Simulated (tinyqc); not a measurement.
Small-signal admittance of a forward-biased p+-n diode: one step of the calculation.

Holes injected into a neutral base of width wb with an ohmic contact at its end; low injection, p0 far above the equilibrium density. A small voltage v exp(i w t), w = 2 pi f, modulates the edge density by p0 v/Vt, and the small-signal density obeys Dp d2p/dx2 = (1/tau + i w) p.

Problem. Closed-form admittance. L = sqrt(Dp tau); direct current J = (q Dp p0/L) coth(wb/L); k = sqrt(1 + i w tau)/L; diffusion admittance Y = (q Dp p0/Vt) k coth(k wb) = G + i w C_diff; junction capacitance C_j = sqrt(q eps0 eps_r Nd/(2 Vr)) in the depletion approximation, with the remaining barrier Vr = Vt ln(Na/p0), a rough value under forward bias; base-width modulation is left out.

Values chosen for this exercise; permittivity close to that of silicon:
- T = 300 K (temperature)
- eps_r = 11.7 (relative permittivity)
- Nd = 4.6e15 cm^-3 (donor density of the base)
- Dp = 5.7 cm^2/s (hole diffusion coefficient)
- tau = 3e-9 s (hole lifetime)
- wb = 4.1 um (width of the neutral base)
- p0 = 1.9e13 cm^-3 (excess hole density at the junction edge)
- Na = 2e19 cm^-3 (acceptor density of the p+ side)
- f = 1.1e8 Hz (signal frequency)

Constants: q = 1.602176634e-19 C, kB = 1.380649e-23 J/K, Vt = kB T/q, eps0 = 8.8541878128e-14 F/cm where lengths are in cm. Results are converted to the units shown.

Find: L; J; k wb; Y; C_diff; C_j.

Solution.

L = 1.308 um
J = 0.1332 A/cm^2
k wb = 4.029+2.530i
Y = 6.594+4.146i S/cm^2
C_diff = 0.005999 uF/cm^2
C_j = 0.03263 uF/cm^2

G is 1.28 times its low-frequency value J/Vt, and C_diff is 0.184 times C_j.

Computed by the program tinyqc: `OMP_NUM_THREADS=1 python tinyqc.py 2890132 2890133 out.jsonl`, one thread of a shared Intel Xeon 2.30GHz, about 0.01 s for the whole run.
